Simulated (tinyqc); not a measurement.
Type-II superlattice in the two-band Kane model, step by step. Values are carried at full precision from step to step, so a last printed digit may differ when a step is redone from the rounded ones.

Motion along the axis, period d = a + b, c = hbar^2/2m0. Conduction and light-hole bands couple: (E - Ec)(E - Ev) = Ep c k^2 in each layer, with mass m(E) = (E - Ev)/Ep, which may be negative. The conduction envelope psi and psi'/m(E) are continuous; a layer carries them by [[cos kt, (m/k) sin kt], [-(k/m) sin kt, cos kt]] (cosh and sinh for k^2 < 0), and cos(q d) = tr(M_B M_A)/2. C1 is the first miniband above EvB, with its bottom at tr/2 = +1 and its top at -1; the gap is the bottom of C1 less the top heavy-hole level HH1.

Constants: hbar^2/2m0 = 3.80998211 eV angstrom^2; hc = 1239.841984 eV nm.

Inputs chosen for the exercise (near those of an InAs/GaSb superlattice; shifted at random, so the results belong to these values and not to a real crystal):
```
symbol  value   unit      meaning
a       22      angstrom  layer A
b       28      angstrom  layer B
EcA     0       eV        conduction edge of A
EvA     -0.424  eV        valence edge of A
EcB     0.959   eV        conduction edge of B
EvB     0.143   eV        valence edge of B
EpA     14.6    eV        coupling energy in A
EpB     18      eV        coupling energy in B
E       0.223   eV        trial energy
mhA     0.35    m0        heavy hole in A
mhB     0.28    m0        heavy hole in B
```

## Wave numbers and masses at one energy

Give k^2 and m(E) in both layers.

Layers:
```
layer  k^2 (1/angstrom^2)  m(E) (m0)
A               0.0025938    0.04432
B             -0.00085856    0.00444
```

In B the decay constant is 0.0293 1/angstrom; across the gap of B it peaks at mid-gap, at 0.0493, and vanishes at both edges.

## Transfer matrices

Form M_A, M_B and half the trace of their product.

M_A (angstrom units):
```
[[0.43528, 0.78337],
 [-1.0347, 0.43528]]
```

M_B (angstrom units):
```
[[1.3559, 0.13888],
 [6.0365, 1.3559]]
```

tr/2 = 2.8828

E lies in a gap of the coupled bands.

## Edges and effective gap

Heavy holes are uncoupled: with e = EvB - E, p = sqrt(mhB e/c), w = sqrt(mhA (EvB - EvA - e)/c), the top level HH1 at q = 0 solves (p/mhB) tan(p b/2) = (w/mhA) tanh(w a/2).

C1 is the first miniband above EvB: bottom at tr/2 = +1, top at -1. The gap is its bottom less HH1; cut-off wavelength hc/gap.

bottom of C1 = 0.4276 eV
top of C1 = 0.5927 eV
HH1 = 0.0561 eV
gap = 0.3716 eV
cut-off = 3.34 micrometre

The bulk edges overlap by 143 meV; confinement lifts the electrons by 428 meV and lowers the holes by 87 meV, which opens the gap. It is 0.88 of the smaller bulk gap.

## Electron mass along the axis

m_z = -2 c f'/d^2 with f = tr/2 differentiated at the bottom of C1 (central difference of 1e-6 eV); compare the bulk edge mass (EcA - EvA)/EpA.

f' = -12.91 1/eV
m_z = 0.0393 m0
bulk edge mass of A = 0.0290 m0

## Checks

- Bottom of C1 from the two-band matrix on a staggered grid of 0.5 angstrom against the transfer matrix, eV: both 0.428.

(tinyqc, `OMP_NUM_THREADS=1 python tinyqc.py 1281743 1281744 out.jsonl`, Intel(R) Xeon(R) Processor @ 2.30GHz, 1 thread, shared host, about 0.03 s.)
